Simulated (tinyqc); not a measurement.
Inversion-layer mobility, back-scattering and ballistic limit of a field-effect transistor. Changing the transport mass m. Computed by tinyqc, a small Python program. Command: `OMP_NUM_THREADS=1 python tinyqc.py 3012339 3012340 out.jsonl mos sweep`. One thread of a shared host (Intel(R) Xeon(R) Processor @ 2.30GHz), about 0.01 s of CPU time with the checks.

The charge at the top of the source barrier is fixed by the gate; series resistance and short-channel effects are left out. F_j are Fermi integrals normalised to exp(eta) in the classical limit.

Inputs (values chosen for the exercise, modelled on a silicon n-channel):

| quantity | value | unit |
|---|---|---|
| valley degeneracy g_v | 2 | - |
| weight w of the inversion charge | 0.5 | - |
| permittivity eps | 11.7 | - |
| phonon mobility at 1 MV/cm and 300 K, mu_ph | 310 | cm^2/(V s) |
| roughness mobility at 1 MV/cm, mu_sr | 1800 | cm^2/(V s) |
| Coulomb mobility at N_inv = 1e12/cm^2, mu_C | 930 | cm^2/(V s) |
| electrical oxide thickness t_inv | 2 | nm |
| depletion charge N_dep | 6.7e+11 | 1/cm^2 |
| gate overdrive V_G - V_T | 0.052 | V |
| drain voltage V_D | 0.35 | V |
| channel length L | 12 | nm |
| exponent a of the critical length | 0.85 | - |
| temperature T | 300 | K |

Statistics at the top of the barrier: non-degenerate.

Constants: eps_0 = 8.8541878128e-12 F/m; e = 1.602176634e-19 C; m_0 = 9.1093837015e-31 kg; k_B = 1.380649e-23 J/K; hbar = 1.054571817e-34 J s; k_B = 8.617333262e-05 eV/K.

Method:
- N_inv = 3.9 eps_0 (V_G - V_T)/(e t_inv); effective field E_eff = e (N_dep + w N_inv)/(eps eps_0).
- mu_phonon = mu_ph (E_eff/1 MV/cm)^(-0.3) (T/300 K)^(-1.75); mu_rough = mu_sr (E_eff/1 MV/cm)^(-2); mu_Coulomb = mu_C (N_inv/1e12 cm^-2) (T/300 K); Matthiessen's rule adds 1/mu.
- Non-degenerate: every F_j(eta) is replaced by exp(eta).
- Ballistic channel: N_2D = g_v m k_B T/(pi hbar^2), U = e V_D/(k_B T); eta_F solves N_inv = (N_2D/2)[F_0(eta_F) + F_0(eta_F - U)]; v_T = sqrt(2 k_B T/(pi m)); I/W = e (N_2D/2) v_T [F_1/2(eta_F) - F_1/2(eta_F - U)]; injection velocity v_T F_1/2(eta_F)/F_0(eta_F).
- Mean free path lambda = (2 k_B T/e)(mu/v_T) F_0(eta_0)/F_-1/2(eta_0), with eta_0 from N_inv = N_2D F_0(eta_0); critical length l = L (1 + U)^(-a), an empirical rule; back-scattering r = l/(l + lambda). Then eta solves N_inv = (N_2D/2)[(1 + r) F_0(eta) + (1 - r) F_0(eta - U)] and I/W = e (N_2D/2) v_T (1 - r)[F_1/2(eta) - F_1/2(eta - U)].
- Ballistic ratio: I over the ballistic current. Apparent mobility 1/(1/mu + 1/mu_B), mu_B = mu L/lambda.

One run for each value:

| transport mass m (m_0) | injection velocity (1e7 cm/s) | ballistic current I/W (microampere/micrometre) | eta_F | ballistic ratio |
|---|---|---|---|---|
| 0.044 | 2.5649 | 230.28 | 0.1649 | 0.68574 |
| 0.063 | 2.1435 | 192.45 | -0.1940 | 0.72307 |
| 0.092 | 1.7738 | 159.25 | -0.5727 | 0.75934 |
| 0.130 | 1.4922 | 133.97 | -0.9184 | 0.78951 |
| 0.200 | 1.2030 | 108.01 | -1.3492 | 0.82308 |
| 0.280 | 1.0168 | 91.29 | -1.6857 | 0.84626 |
| 0.410 | 0.8402 | 75.44 | -2.0670 | 0.86947 |
| 0.600 | 0.6946 | 62.36 | -2.4478 | 0.88960 |

Over the rows, injection velocity (1e7 cm/s) falls from 2.56 to 0.695 (exponent d ln y / d ln x about -0.50 throughout); ballistic current I/W (microampere/micrometre) falls from 230 to 62.4 (exponent d ln y / d ln x about -0.50 throughout); eta_F falls from 0.165 to -2.45. The exponent of injection velocity stays at -0.50: a thermal velocity. N_inv and mu are held fixed; in a real device a light mass also lowers the gate capacitance. Left out: 0.0300 (the gas is degenerate).

Caution (rows 0.0440, 0.0630, 0.0920, 0.130): eta_F is above -1, so the non-degenerate formulas understate the injection velocity and the current. Caution (all rows): the current exceeds the long-channel drift law, so the empirical rule for l, meant for short channels, is too generous here.
